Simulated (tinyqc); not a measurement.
Froehlich polaron in a polar crystal: one step, computed by the program tinyqc. Command: `OMP_NUM_THREADS=1 python tinyqc.py 3012632 3012633 out.jsonl frohlich walk`. One thread of a shared host (Intel(R) Xeon(R) Processor @ 2.30GHz), about 0.05 s of CPU time with the checks.

One electron in a parabolic band of mass m*, coupled to dispersionless LO phonons in the continuum model. Energies are in units of hbar omega unless marked, wave numbers in k_0 = sqrt(2 m* omega/hbar).

Question. Coupling constant and length scale. 1/eps* = 1/eps_inf - 1/eps_s; k_0 = sqrt(2 m* omega/hbar) = sqrt(m* hbar omega / (hbar^2/(2 m_0))) with m* in m_0; alpha = (e^2/(4 pi eps_0)) k_0/(2 eps* hbar omega); polaron length 1/k_0.

Inputs (values chosen for the exercise, modelled on cadmium telluride): band mass m* = 0.0931 m_0; LO phonon energy hbar omega = 21.3 meV; eps_inf = 7.3; static dielectric constant eps_s = 9.74.

Constants: hbar^2/(2 m_0) = 3.80998212 eV angstrom^2; e^2/(4 pi eps_0) = 14.39964548 eV angstrom.

Give: eps*; k_0; coupling constant alpha; polaron length 1/k_0.

Answer.

eps* = 29.140

k_0 = 0.022814 1/angstrom

coupling constant alpha = 0.26464

polaron length 1/k_0 = 43.833 angstrom

Weak coupling: perturbation theory should serve.
